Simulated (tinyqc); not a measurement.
Inside a calculation. Method: plane-wave Kohn-Sham cycle with exchange-only LDA in a layered model solid. One step of it, computed by the program tinyqc.

Problem. Iteration 1: potential. V_H(G) = 4 pi rho(G)/G^2 for G != 0 (uniform background); v_x = -(3 rho/pi)^(1/3); V = V_ext + V_H + v_x; Fourier components f(G_m) = (1/N) sum_j f(x_j) exp(-i G_m x_j).

A solid whose potential varies along x alone (atomic units):
```
parameter                      value
period a                    9.100000
cross-section of the cell  16.000000
electrons per cell                 2
grid points                       16
plane waves -n..n, n               2
k points                           3
V1 in V1 cos(2 pi x/a)     -0.720000
```

density at the start, on the grid x_j = j a/N (e/bohr^3): 0.01373626  0.01373626  0.01373626  0.01373626  0.01373626  0.01373626  0.01373626  0.01373626  0.01373626  0.01373626  0.01373626  0.01373626  0.01373626  0.01373626  0.01373626  0.01373626

Give: Potentials on the grid; V(G_m), m = 0, 1, 2, ....

Solution.

Potentials on the grid (hartree):
```
x         V_ext     V_H      v_x        V
0.0000  -0.7200  0.0000  -0.2358  -0.9558
0.5687  -0.6652  0.0000  -0.2358  -0.9010
1.1375  -0.5091  0.0000  -0.2358  -0.7450
1.7063  -0.2755  0.0000  -0.2358  -0.5114
2.2750        0  0.0000  -0.2358  -0.2358
2.8438   0.2755  0.0000  -0.2358   0.0397
3.4125   0.5091  0.0000  -0.2358   0.2733
3.9813   0.6652  0.0000  -0.2358   0.4294
4.5500   0.7200  0.0000  -0.2358   0.4842
5.1188   0.6652  0.0000  -0.2358   0.4294
5.6875   0.5091  0.0000  -0.2358   0.2733
6.2562   0.2755  0.0000  -0.2358   0.0397
6.8250        0  0.0000  -0.2358  -0.2358
7.3937  -0.2755  0.0000  -0.2358  -0.5114
7.9625  -0.5091  0.0000  -0.2358  -0.7450
8.5312  -0.6652  0.0000  -0.2358  -0.9010
```

V(G_m), m = 0, 1, 2, ... (hartree): -0.2358  -0.3600  0.0000  0.0000  0.0000
